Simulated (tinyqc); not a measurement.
Free and nearly free electrons in a metal: sweeps and comparisons. A value that a table varies takes the place of the one given here.

The cubic cell holds 4 atoms: n = 4 z/a^3, kF = (3 pi^2 n)^(1/3), EF = c kF^2/m, vF = 2 c kF/(m hbar), c = hbar^2/2m0; rs = (3/(4 pi n))^(1/3)/a0; D(EF) = 3 n/(2 EF).

Square wire of width w with grain size w: rho/rho0 = 1/(1 - 3 al/2 + 3 al^2 - 3 al^3 ln(1 + 1/al)) + (3/4) (1 - p) l/w, with al = (l/w) Rg/(1 - Rg) (Mayadas-Shatzkes plus the thick-wire form of Fuchs-Sondheimer); l = hbar kF/(n e^2 rho), e = 1.602176634e-19 C.

Constants: hbar^2/2m0 = 3.80998211 eV angstrom^2; hbar = 6.58211957e-16 eV s; a0 (Bohr radius) = 0.5291772105 angstrom.

Parameters, chosen for this exercise (near those of Co, whose d bands this model ignores; not measured data): a = 3.556 angstrom (fcc lattice constant); z = 2 (free electrons an atom); m = 1.43 m0 (mass); rho = 6.39 micro-ohm cm (bulk resistivity); p = 0 (specularity of the surfaces); Rg = 0.59 (reflection at grain boundaries); w = 20 nm (wire width).

## Resistivity of narrow wires

Wires:

| w (nm) | al | grain term (factor - 1) | surface term | rho (micro-ohm cm) |
|---|---|---|---|---|
| 200 | 0.045 | 0.067 | 0.024 | 6.97 |
| 100 | 0.090 | 0.132 | 0.047 | 7.54 |
| 50 | 0.181 | 0.260 | 0.094 | 8.66 |
| 30 | 0.302 | 0.428 | 0.157 | 10.13 |
| 20 | 0.452 | 0.636 | 0.236 | 11.96 |
| 14 | 0.646 | 0.900 | 0.337 | 14.29 |
| 10 | 0.905 | 1.249 | 0.472 | 17.39 |
| 7 | 1.293 | 1.771 | 0.674 | 22.01 |

l = 6.29 nm

At 7 nm the resistivity is 3.45 times the bulk value; grain boundaries add more (1.77 from grains, 0.67 from surfaces). It passes twice the bulk value between 20 and 14 nm. 

## What sets the wire resistivity

All results formed anew. Each row changes one parameter from the base and keeps the others.

Results:

| case | EF (eV) | l (nm) | wire rho (micro-ohm cm) |
|---|---|---|---|
| base | 8.066 | 6.29 | 11.958 |
| a = 3.663 angstrom | 7.602 | 6.67 | 12.292 |
| m = 1.716 m0 | 6.722 | 6.29 | 11.958 |
| rho = 7.668 micro-ohm cm | 8.066 | 5.24 | 13.256 |
| p = 0.3 | 8.066 | 6.29 | 11.506 |
| Rg = 0.413 | 8.066 | 6.29 | 9.920 |
| w = 14 nm | 8.066 | 6.29 | 14.291 |

The largest shifts from the base row, up to three for each result and ties (the steps differ in size, so this ranks the rows, not the parameters). EF (eV): m -1.344, a -0.464; unchanged at the printed digits by rho, p, Rg and w. l (nm): rho -1.05, a +0.38; unchanged at the printed digits by m, p, Rg and w. wire rho (micro-ohm cm): w +2.333, Rg -2.038, rho +1.298; unchanged at the printed digits by m. The mass drops out of l at given rho, because vF falls and tau rises by the same factor.

Run: tinyqc, `OMP_NUM_THREADS=1 python tinyqc.py 1651004 1651005 out.jsonl`; Intel(R) Xeon(R) Processor @ 2.30GHz, one thread, shared host; about 0.01 s of CPU time with all checks.
